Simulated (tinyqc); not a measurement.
Punch-through p+-n junction, ionisation integral and breakdown: two steps of the calculation.

A p+ layer at x < 0 and an n drift layer from x = 0 to L on an n+ substrate. Depletion approximation, built-in voltage neglected. Local ionisation coefficients alpha_n = an exp(-(bn/E)^mx), alpha_p = ap exp(-(bp/E)^mx). Electrons move towards +x, holes towards x = 0.

Values chosen for this exercise; material values close to those of silicon: relative permittivity eps_r = 11.8; prefactor of the electron ionisation coefficient an = 7.24e5 1/cm; field constant for electrons bn = 1.28e6 V/cm; prefactor of the hole ionisation coefficient ap = 1.49e6 1/cm; field constant for holes bp = 2.04e6 V/cm; exponent mx = 1; donor density of the drift layer N = 2.7e15 cm^-3; thickness of the drift layer L = 5.8 um; reverse voltage V = 85.5 V; share of the depleted width that the grid covers fr = 1.

Constants: q = 1.602176634e-19 C, eps0 = 8.8541878128e-14 F/cm where lengths are in cm. Results are converted to the units shown.

Question 1. Field and ionisation coefficients on a grid. W = sqrt(2 eps0 eps_r V/(q N)), peak field E0 = q N W/(eps0 eps_r), falling linearly to 0 at W; if W > L the layer is punched through: W = L, E0 = V/L + q N L/(2 eps0 eps_r), falling linearly to E1 = V/L - q N L/(2 eps0 eps_r). Grid: 12 equal steps from 0 to fr W.

Find: W; x; E; alpha_n; alpha_p.

Answer 1.

W = 5.800 um
x, point 0 to 12 (um): [0.000, 0.483, 0.967, 1.450, 1.933, 2.417, 2.900, 3.383, 3.867, 4.350, 4.833, 5.317, 5.800]
E, point 0 to 12 (kV/cm): [267.5, 247.5, 227.5, 207.4, 187.4, 167.4, 147.4, 127.4, 107.4, 87.38, 67.37, 47.35, 27.34]
alpha_n, point 0 to 12 (1/cm): [6047, 4106, 2605, 1514, 783.4, 346.3, 122.7, 31.36, 4.823, 0.3146, 0.004053, 1.320e-6, 3.376e-15]
alpha_p, point 0 to 12 (1/cm): [726.1, 391.9, 189.8, 79.88, 27.96, 7.612, 1.456, 0.1656, 0.008380, 1.081e-4, 1.051e-7, 2.910e-13, 5.890e-27]

Question 2. Ionisation integrals by the trapezoid rule. G(x) = integral from 0 to x of (alpha_n - alpha_p); I_n = integral of alpha_n exp(-G) (electrons injected at x = 0), I_p = integral of alpha_p exp(G(end) - G) (holes injected at the far edge); M = 1/(1 - I). All integrals by the trapezoid rule on the grid.

x, point 0 to 12 (um): [0.0000000, 0.4833333, 0.9666667, 1.4500000, 1.9333333, 2.4166667, 2.9000000, 3.3833333, 3.8666667, 4.3500000, 4.8333333, 5.3166667, 5.8000000]
alpha_n, point 0 to 12 (1/cm): [6046.5563, 4106.3107, 2605.1004, 1513.7990, 783.37638, 346.32164, 122.67097, 31.361891, 4.8227964, 0.31459261, 0.0040534878, 1.3198664e-6, 3.3760232e-15]
alpha_p, point 0 to 12 (1/cm): [726.11677, 391.89231, 189.75716, 79.884342, 27.957181, 7.6124347, 1.4559960, 0.16562237, 0.0083798376, 1.0808480e-4, 1.0512480e-7, 2.9095282e-13, 5.8901190e-27]

Find: G; alpha_n exp(-G); I_n; I_p; M_n; M_p.

Answer 2.

G, point 0 to 12: [0.0000, 0.2183, 0.3665, 0.4595, 0.5124, 0.5389, 0.5500, 0.5537, 0.5545, 0.5546, 0.5547, 0.5547, 0.5547]
alpha_n exp(-G), point 0 to 12 (in units of 1e3 1/cm): [6.047, 3.301, 1.806, 0.956, 0.469, 0.202, 0.071, 0.018, 0.003, 0.000, 0.000, 0.000, 0.000]
I_n = 0.4760
I_p = 0.07425
M_n = 1.909
M_p = 1.080

Program tinyqc, `OMP_NUM_THREADS=1 python tinyqc.py 2120127 2120128 out.jsonl`; Intel Xeon 2.30GHz, shared host, one thread, about 0.09 s.
